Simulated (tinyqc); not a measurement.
Pariser-Parr-Pople SCF with singles CI, for the molecule c1ccc2ccccc2c1 (SMILES; centres numbered as the heavy atoms are written), step by step. One step of it, computed by the program tinyqc.

Problem. Singles CI, triplets. Over the 6 single excitations with the smallest orbital gaps: A = (e_a - e_i) delta - (ij|ab), with (pq|rs) = sum c_mp c_mq gamma_mn c_nr c_ns.

orbital energies (eV): [-14.106441, -12.242579, -11.265853, -10.208624, -9.200497, -1.989503, -0.981376, 0.075853, 1.052579, 2.916441]

coefficients, order 1C, 2C, 3C, 4C, 5C, 6C, 7C, 8C, 9C, 10C:
```
[[0.240185, 0.424782, -0.184107, -0.398015, -0.263743, -0.263743, 0.398015, -0.184107, 0.424782, -0.240185],
 [0.240185, 0.424782, 0.184107, -0.398015, 0.263743, -0.263743, -0.398015, -0.184107, -0.424782, 0.240185],
 [0.301764, 0.263743, 0.398664, -0.002306, 0.424782, 0.424782, 0.002306, 0.398664, 0.263743, -0.301764],
 [0.449999, 0.000000, 0.338146, 0.427969, 0.000000, 0.000000, 0.427969, -0.338146, 0.000000, 0.449999],
 [0.301764, -0.263743, 0.398664, -0.002306, -0.424782, -0.424782, 0.002306, 0.398664, -0.263743, -0.301764],
 [0.240185, -0.424782, 0.184107, -0.398015, -0.263743, 0.263743, -0.398015, -0.184107, 0.424782, 0.240185],
 [0.240185, -0.424782, -0.184107, -0.398015, 0.263743, 0.263743, 0.398015, -0.184107, -0.424782, -0.240185],
 [0.301764, -0.263743, -0.398664, -0.002306, 0.424782, -0.424782, -0.002306, 0.398664, 0.263743, 0.301764],
 [0.449999, 0.000000, -0.338146, 0.427969, 0.000000, 0.000000, -0.427969, -0.338146, 0.000000, -0.449999],
 [0.301764, 0.263743, -0.398664, -0.002306, -0.424782, 0.424782, -0.002306, 0.398664, -0.263743, 0.301764]]
```

repulsion gamma_rs (eV), order 1C, 2C, 3C, 4C, 5C, 6C, 7C, 8C, 9C, 10C:
```
[[11.130000, 5.345539, 3.871994, 3.517359, 2.621214, 2.270597, 2.343780, 2.881359, 3.872154, 5.344569],
 [5.345539, 11.130000, 5.344569, 3.872154, 2.881359, 2.343780, 2.270597, 2.621214, 3.517359, 3.871994],
 [3.871994, 5.344569, 11.130000, 5.346287, 3.873196, 2.881359, 2.621214, 2.881514, 3.872515, 3.517455],
 [3.517359, 3.872154, 5.346287, 11.130000, 5.346287, 3.872154, 3.517359, 3.872515, 5.345539, 3.872515],
 [2.621214, 2.881359, 3.873196, 5.346287, 11.130000, 5.344569, 3.871994, 3.517455, 3.872515, 2.881514],
 [2.270597, 2.343780, 2.881359, 3.872154, 5.344569, 11.130000, 5.345539, 3.871994, 3.517359, 2.621214],
 [2.343780, 2.270597, 2.621214, 3.517359, 3.871994, 5.345539, 11.130000, 5.344569, 3.872154, 2.881359],
 [2.881359, 2.621214, 2.881514, 3.872515, 3.517455, 3.871994, 5.344569, 11.130000, 5.346287, 3.873196],
 [3.872154, 3.517359, 3.872515, 5.345539, 3.872515, 3.517359, 3.872154, 5.346287, 11.130000, 5.346287],
 [5.344569, 3.871994, 3.517455, 3.872515, 2.881514, 2.621214, 2.881359, 3.873196, 5.346287, 11.130000]]
```

Give: triplet CI matrix; triplet excitation energies.

Solution.

triplet CI matrix (eV), order 5>6, 5>7, 4>6, 4>7, 3>6, 5>8:
```
[[2.538, 0.000, 0.000, 0.253, 0.000, 0.000],
 [0.000, 4.011, 0.253, 0.000, 0.000, 0.000],
 [0.000, 0.253, 4.011, 0.000, 0.000, 0.000],
 [0.253, 0.000, 0.000, 4.289, 0.000, 0.000],
 [0.000, 0.000, 0.000, 0.000, 4.615, -1.262],
 [0.000, 0.000, 0.000, 0.000, -1.262, 4.615]]
```

triplet excitation energies (eV): [2.502, 3.354, 3.758, 4.264, 4.325, 5.877]
